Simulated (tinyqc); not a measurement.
Oxide trap near a transistor channel: two-state multiphonon kinetics, telegraph noise and bias instability: one step, computed by the program tinyqc.

An n-channel device under positive gate bias. The trap is empty (state 1) or holds an electron (state 2); both states are parabolas of equal curvature, and the electron reservoir is taken at the Fermi level of the channel.

Problem. Barriers and time constants. E_21 = E_t - e F x is the energy of state 2 over state 1; barriers E_c = (E_R + E_21)^2/(4 E_R), E_e = E_c - E_21; tau_c = exp(E_c/k_B T)/(k_0 P), tau_e = exp(E_e/k_B T)/(k_0 P), P the tunnelling factor; occupation f_2 = tau_e/(tau_c + tau_e); 1/tau_0 = 1/tau_c + 1/tau_e.

Inputs (values chosen for the exercise, with an insulator like Si3N4 on silicon):
```
quantity                                value   unit
trap depth x from the interface             1     nm
trap level above E_F at zero field E_t   0.74     eV
relaxation energy E_R                     2.6     eV
oxide field F                             5.5  MV/cm
attempt rate k_0 at the interface       2e+11    1/s
temperature T                             300      K
```

Parts treated: one trap and an ensemble.

tunnelling factor = 8.929176e-05

Constants: k_B = 8.617333262e-05 eV/K.

Give: E_21; capture barrier E_c; emission barrier E_e; capture time tau_c; emission time tau_e; occupation f_2; tau_0.

Solution.

E_21 = 0.19 eV

capture barrier E_c = 0.74847 eV

emission barrier E_e = 0.55847 eV

capture time tau_c = 2.0986e+05 s

emission time tau_e = 134.92 s

occupation f_2 = 6.4248e-04

tau_0 = 134.83 s

The trap is almost always empty at this bias.
